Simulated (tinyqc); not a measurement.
Cyclotron resonance of ellipsoidal valleys, Si type, step by step. Values are carried at full precision from step to step, so a last printed digit may differ when a step is redone from the rounded ones.

Valleys along [100], [010], [001] (each with its opposite partner), mass ml along the axis and mt across it. B lies in the (1-10) plane, b = (sin(theta)/sqrt2, sin(theta)/sqrt2, cos(theta)). For the angle phi between B and the axis, 1/mc^2 = cos^2(phi)/mt^2 + sin^2(phi)/(mt ml). Resonance: h nu = 2 muB B/mc, h = 2 pi hbar.

Constants: hbar = 6.58211957e-16 eV s; muB = 5.788381798e-05 eV/T.

Values chosen for the exercise (near those of Si; shifted at random, so the results belong to these values and not to a real crystal):
- theta = 79 degrees (angle of B from [001] towards [110])
- ml = 0.957 m0 (longitudinal mass)
- mt = 0.181 m0 (transverse mass)
- nu = 24 GHz (microwave frequency)
- tau = 170 ps (scattering time)

## Angles to the valley axes

Give b and cos^2(phi) for each axis.

b: 0.6941  0.6941  0.1908

cos^2(phi): [100] 0.4818, [010] 0.4818, [001] 0.0364

## Cyclotron masses and resonance fields

For each axis, mc and B = h nu mc/(2 muB).

Resonances:

| axis | mc (m0) | B (T) |
|---|---|---|
| [100] | 0.2377 | 0.2038 |
| [010] | 0.2377 | 0.2038 |
| [001] | 0.3871 | 0.3319 |

2 distinct masses appear; the limits are mt = 0.181 (B along the axis) and sqrt(ml mt) = 0.4162 (B across it).

## The same from the mass tensor

For the valley along [001]: M = mt 1 + (ml - mt) a a^T, and mc^2 = det M/(b M b).

M (m0), lower triangle:
```
        x       y       z
x  0.1810
y       0  0.1810
z       0       0  0.9570
```

det M = 0.031352
b M b = 0.2093
mc = 0.3871 m0

## Line shape

For linear polarisation and one isotropic mass the absorbed power goes as P = [1 + (w^2 + wc^2) tau^2]/([1 + (wc^2 - w^2) tau^2]^2 + 4 w^2 tau^2), w = 2 pi nu. List it for wc/w = 0, 0.5, 0.8, 0.9, 1, 1.1, 1.2, 1.5 and 2, which is B over the resonance field.

w tau = 25.635

Power:

| wc/w | P |
|---|---|
| 0.0 | 0.001519 |
| 0.5 | 0.003363 |
| 0.8 | 0.01856 |
| 0.9 | 0.06625 |
| 1.0 | 0.5002 |
| 1.1 | 0.06621 |
| 1.2 | 0.01848 |
| 1.5 | 0.003147 |
| 2.0 | 0.0008442 |

The largest listed value lies at wc/w = 1.0, 329.2 times the zero-field value. With w tau well above 1 the line is sharp, of relative half width about 1/(w tau). The closest two lines of this crystal are 62.8 % apart, so they are resolved.

## Checks

- Rotation frequency of dv/dt = -M^-1 (v x b) for the valley along [001], in units of e B/m0, against 1/mc: both 2.5835.

tinyqc: `OMP_NUM_THREADS=1 python tinyqc.py 1250005 1250006 out.jsonl`; about 0.01 s, one thread, shared Intel(R) Xeon(R) Processor @ 2.30GHz.
